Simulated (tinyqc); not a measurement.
From results back to parameters: armchair graphene nanoribbon in tight binding. Two cases, with inputs chosen for the exercise.

Problem. For an armchair ribbon without edge correction the gap is 2t times the smallest |1 + 2 cos(p pi/(N + 1))|, p = 1 to N. The gap below belongs to a hidden N between 3 and 40.

Case 1.

Values chosen (out of a larger set: near those used for graphene; not measured data): t = 2.8 eV (hopping).

gap = 0.94735 eV

Case 2.

Values chosen (out of a larger set: near those used for graphene; not measured data): t = 2.93 eV (hopping).

gap = 1.44730 eV

Find: N; family.

Solution.

Case 1.

N = 10

family: 3p+1

Near c = -1/2 the gap is about 2 pi t/(sqrt3 (N + 1)), which gives N + 1 = 10.7; the exact formula gives 0.98319, 0.94735 and 0.00000 eV for N = 9, 10 and 11.

Case 2.

N = 6

family: 3p

Near c = -1/2 the gap is about 2 pi t/(sqrt3 (N + 1)), which gives N + 1 = 7.3; the exact formula gives 0.00000, 1.44730 and 1.37495 eV for N = 5, 6 and 7.

Computed by tinyqc, one run a case: `OMP_NUM_THREADS=1 python tinyqc.py N N+1 out.jsonl` with N = 1480047, 1480075; one thread of a shared Intel(R) Xeon(R) Processor @ 2.30GHz, about 0.03 s a run at most.
